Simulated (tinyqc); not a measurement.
Gate-all-around wire with two subbands, quantum capacitance: two steps of the calculation.

phi is the Fermi level above the lowest subband edge, in volts; Vg is counted from the gate voltage at which an empty wire would have phi = 0. Both directions of motion are filled (equilibrium).

Values chosen for this exercise:
```
symbol,value,unit,meaning
T,300,K,temperature
eox,3.9,,relative permittivity of the gate insulator (close to silicon dioxide)
tox,13,nm,insulator thickness
md,0.2,m0,mass along the wire
gv,1,,valley degeneracy
E2,0.2,eV,second subband above the first
g2,1,,orbital degeneracy of the second subband
rw,4.3,nm,radius of the wire
Vg,0.95,V,gate voltage
```

Constants: q = 1.602176634e-19 C, kB = 1.380649e-23 J/K, hbar = 1.054571817e-34 J s, m0 = 9.1093837015e-31 kg, Vt = kB T/q, eps0 = 8.8541878128e-14 F/cm where lengths are in cm. Results are converted to the units shown.

Question 1. Gate capacitance. Cox = 2 pi eps0 eox/ln(1 + tox/rw) per length.

Give: Cox.

Answer 1.

Cox = 1.5586 pF/cm

Question 2. New phi. N1 = gv sqrt(2 md m0 kB T/(pi hbar^2)); n1 = N1 F(phi/Vt), n2 = g2 N1 F((phi - E2)/Vt), n = n1 + n2, F(e) = (1/sqrt(pi)) int_0^infinity u^(-1/2) du/(1 + exp(u - e)); Cq = q dn/dphi = (q N1/Vt) [F'(phi/Vt) + g2 F'((phi - E2)/Vt)]. Newton: f = phi + q (n)/Cox - Vg, phi(new) = phi - f/(1 + (Cq)/Cox).

phi after iteration 2 = 0.77653564 V
Cox = 1.5585668 pF/cm

Give: n1; n2; Cq; f; phi after iteration 3.

Answer 2.

n1 = 1.285e7 cm^-1
n2 = 1.107e7 cm^-1
Cq = 2.871 pF/cm
f = 2.285 V
phi after iteration 3 = -0.02745 V

tinyqc, about 0.01 s, one thread, Intel Xeon 2.30GHz (shared host): `OMP_NUM_THREADS=1 python tinyqc.py 2200120 2200121 out.jsonl`
